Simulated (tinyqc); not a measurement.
Millisecond and nanosecond annealing: surface heating, thermal budget and solid-phase regrowth: one step, computed by the program tinyqc.

A square pulse heats the surface of a thick wafer with constant thermal properties; losses by radiation are neglected and silicon melts at 1414 C.

Task: Peak temperature. Absorbed flux q = (1 - R) fluence/t_p; kappa = k/c. With f(z, t) = (2 q/k) sqrt(kappa t) ierfc(z/(2 sqrt(kappa t))), ierfc(x) = exp(-x^2)/sqrt(pi) - x erfc(x): T = T0 + f(z, t) during the pulse and T0 + f(z, t) - f(z, t - t_p) after it. At the surface the rise at the end of the pulse is 2 q sqrt(t_p/(pi k c)); the fluence that just melts the surface scales with (1414 - T0).

Inputs (values chosen for the exercise, modelled on hot silicon with boron):
```
quantity,value,unit
incident fluence,57.5,J/cm^2
pulse length t_p,0.0052,s
reflectance R,0.59,-
thermal conductivity k,0.22,W/(cm K)
heat capacity per volume c,2.26,J/(cm^3 K)
preheat temperature T0,600,C
wafer thickness d,775,um
```

Source: flash lamp.

Give: absorbed flux q; kappa; thermal length sqrt(kappa t_p); peak temperature; fluence at the melting threshold.

Result:

absorbed flux q = 4533.7 W/cm^2

kappa = 0.097345 cm^2/s

thermal length sqrt(kappa t_p) = 224.99 um

peak temperature = 1123.2 C

fluence at the melting threshold = 89.465 J/cm^2

Caution: heat reaches the back of the wafer, which is no longer thick.
